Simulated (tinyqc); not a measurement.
From chamber pressure p_1 back to pump speed S: gas flow in a process chamber: flow regimes, conductance, effective pumping speed, pump-down, outgassing and purge. Computed by tinyqc, a small Python program. Command: `OMP_NUM_THREADS=1 python tinyqc.py 3120290 3120291 out.jsonl pump inv`. One thread of a shared host (Intel(R) Xeon(R) Processor @ 2.30GHz), about 0.01 s of CPU time with the checks.

Ideal gas, isothermal flow, a pump of constant speed at the end of a round pipe; process gas, volume gas and outgassing are given the same properties. 1 sccm = 101325 Pa x 1e-6 m^3/60 s x T/273.15 K.

Inputs (values chosen for the exercise, modelled on nitrogen near room temperature):
```
quantity,value,unit
molar mass M,28.01,g/mol
molecular diameter,0.37,nm
viscosity eta,17.8,micropascal s
temperature T,293,K
chamber volume V,36,L
pipe diameter d,4,cm
pipe length l,23,cm
process gas flow,21,sccm
```

Constants: k_B = 1.380649e-23 J/K; u = 1.6605390666e-27 kg.

Method:
- Mean speed c = sqrt(8 k_B T/(pi m)); aperture conductance C_a = c pi d^2/16; molecular pipe C_m = C_a/(1 + 3 l/(4 d)) (Dushman form); viscous pipe C_v = pi d^4 p_mean/(128 eta l); Knudsen interpolation C = C_v + C_m (1 + x)/(1 + 1.24 x), x = d p_mean sqrt(m/(k_B T))/eta.
- Effective speed 1/S_eff = 1/S + 1/C_m; time constant V/S_eff; pressure at which the free path k_B T/(sqrt2 pi d_m^2 p) equals d.
- Steady flow: the pump inlet is at p_2 = Q/S, and the chamber pressure p_1 solves Q = C((p_1 + p_2)/2) (p_1 - p_2). Residence time = p_1 V/Q.
- Knudsen number = free path at the mean pressure over d.

Question. A run gave the result below. Find the pump speed S, known to lie between 7.7 and 17 L/s.

chamber pressure p_1 = 3.249784 Pa

Answer.

Each step takes the trial c = (a f_b - b f_a)/(f_b - f_a), f being the result less the target and a, b, c the logarithms of the listed values; c replaces end b, the old b replaces a if the sign of f changed, and otherwise f_a is halved.

Scan of the range:
```
pump speed S (L/s),chamber pressure p_1 (Pa)
7.70,5.31607
8.79,4.74055
10.00,4.25470
11.40,3.82731
13.10,3.43757
14.90,3.12748
17.00,2.85395
```

False position (Illinois rule, in the logarithm of the input) inside the bracket:
```
step,end a,end b,trial,chamber pressure p_1 (Pa)
1,13.1000,14.9000,14.1623,3.24437
2,13.1000,14.1623,14.1022,3.25446
3,14.1623,14.1022,14.1300,3.24978
4,14.1022,14.1300,14.1300,3.24978
5,14.1022,14.1300,14.1300,3.24978
6,14.1300,14.1300,14.1300,3.24978
```

Chamber pressure p_1 falls at every point of a 13-point scan of the range (every second point is shown), so one value fits; it is bracketed by 13.1 and 14.9. Answer: pump speed S = 14.13 L/s.
